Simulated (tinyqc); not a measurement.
Free and nearly free electrons in a metal: sweeps and comparisons. A value that a table varies takes the place of the one given here.

The cubic cell holds 4 atoms: n = 4 z/a^3, kF = (3 pi^2 n)^(1/3), EF = c kF^2/m, vF = 2 c kF/(m hbar), c = hbar^2/2m0; rs = (3/(4 pi n))^(1/3)/a0; D(EF) = 3 n/(2 EF).

Square wire of width w with grain size w: rho/rho0 = 1/(1 - 3 al/2 + 3 al^2 - 3 al^3 ln(1 + 1/al)) + (3/4) (1 - p) l/w, with al = (l/w) Rg/(1 - Rg) (Mayadas-Shatzkes plus the thick-wire form of Fuchs-Sondheimer); l = hbar kF/(n e^2 rho), e = 1.602176634e-19 C.

Constants: hbar^2/2m0 = 3.80998211 eV angstrom^2; hbar = 6.58211957e-16 eV s; a0 (Bohr radius) = 0.5291772105 angstrom.

Values chosen for the exercise (near those of Co, whose d bands this model ignores; shifted at random, so the results belong to these values and not to a real crystal): a = 3.511 angstrom (fcc lattice constant); z = 2 (free electrons an atom); m = 1 m0 (mass); rho = 6.39 micro-ohm cm (bulk resistivity); p = 0 (specularity of the surfaces); Rg = 0.39 (reflection at grain boundaries); w = 30 nm (wire width).

## Resistivity of narrow wires

Wires:

| w (nm) | al | grain term (factor - 1) | surface term | rho (micro-ohm cm) |
|---|---|---|---|---|
| 200 | 0.020 | 0.029 | 0.023 | 6.72 |
| 100 | 0.039 | 0.058 | 0.046 | 7.05 |
| 50 | 0.078 | 0.115 | 0.092 | 7.71 |
| 30 | 0.131 | 0.189 | 0.153 | 8.58 |
| 20 | 0.196 | 0.281 | 0.230 | 9.66 |
| 14 | 0.280 | 0.398 | 0.328 | 11.03 |
| 10 | 0.392 | 0.553 | 0.460 | 12.86 |
| 7 | 0.560 | 0.782 | 0.657 | 15.58 |

l = 6.13 nm

At 7 nm the resistivity is 2.44 times the bulk value; grain boundaries add more (0.78 from grains, 0.66 from surfaces). It passes twice the bulk value between 14 and 10 nm. 

## What sets the wire resistivity

All results formed anew. Each row changes one parameter from the base and keeps the others.

Results:

| case | EF (eV) | l (nm) | wire rho (micro-ohm cm) |
|---|---|---|---|
| base | 11.832 | 6.13 | 8.579 |
| a = 3.616 angstrom | 11.155 | 6.50 | 8.710 |
| m = 1.2 m0 | 9.860 | 6.13 | 8.579 |
| rho = 7.668 micro-ohm cm | 11.832 | 5.11 | 9.862 |
| p = 0.3 | 11.832 | 6.13 | 8.285 |
| Rg = 0.273 | 11.832 | 6.13 | 8.087 |
| w = 21 nm | 11.832 | 6.13 | 9.503 |

The largest shifts from the base row, up to three for each result and ties (the steps differ in size, so this ranks the rows, not the parameters). EF (eV): m -1.972, a -0.677; unchanged at the printed digits by rho, p, Rg and w. l (nm): rho -1.02, a +0.37; unchanged at the printed digits by m, p, Rg and w. wire rho (micro-ohm cm): rho +1.283, w +0.924, Rg -0.492; unchanged at the printed digits by m. The mass drops out of l at given rho, because vF falls and tau rises by the same factor.

(tinyqc, `OMP_NUM_THREADS=1 python tinyqc.py 1651263 1651264 out.jsonl`, Intel(R) Xeon(R) Processor @ 2.30GHz, 1 thread, shared host, about 0.01 s.)
